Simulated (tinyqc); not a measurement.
## Well width from the intersubband spacing

Inverse problem. In an empty well of width L and depth Vb, level k solves kw L/2 = (k - 1) pi/2 + arctan(sqrt((mw/mb)(Vb - E)/E)) with kw = sqrt(mw E/C), C = hbar^2/(2 m0). Find L, E1 and E2 from the spacing.

Parameters, values chosen for the exercise; material values close to those of strained Si in SiGe (two lower valleys): mass along z in the well mw = 0.935 m0; mass along z in the barriers mb = 0.899 m0; barrier height Vb = 0.2 eV.

Constants: q = 1.602176634e-19 C, hbar = 1.054571817e-34 J s, m0 = 9.1093837015e-31 kg, hbar^2/(2 m0) = 0.0380998212 eV nm^2. Results are converted to the units shown.

E2 - E1 = 87.013587 meV

Solution. Both levels are solved for trial widths until their difference matches. A second level is bound only for L above 1.42 nm, and over that range one width gives this spacing.

L = 2.667 nm
E1 = 31.39 meV
E2 = 118.4 meV

Computed by the program tinyqc: `OMP_NUM_THREADS=1 python tinyqc.py 2140146 2140147 out.jsonl`, one thread of a shared Intel Xeon 2.30GHz, about 0.2 s for the whole run.
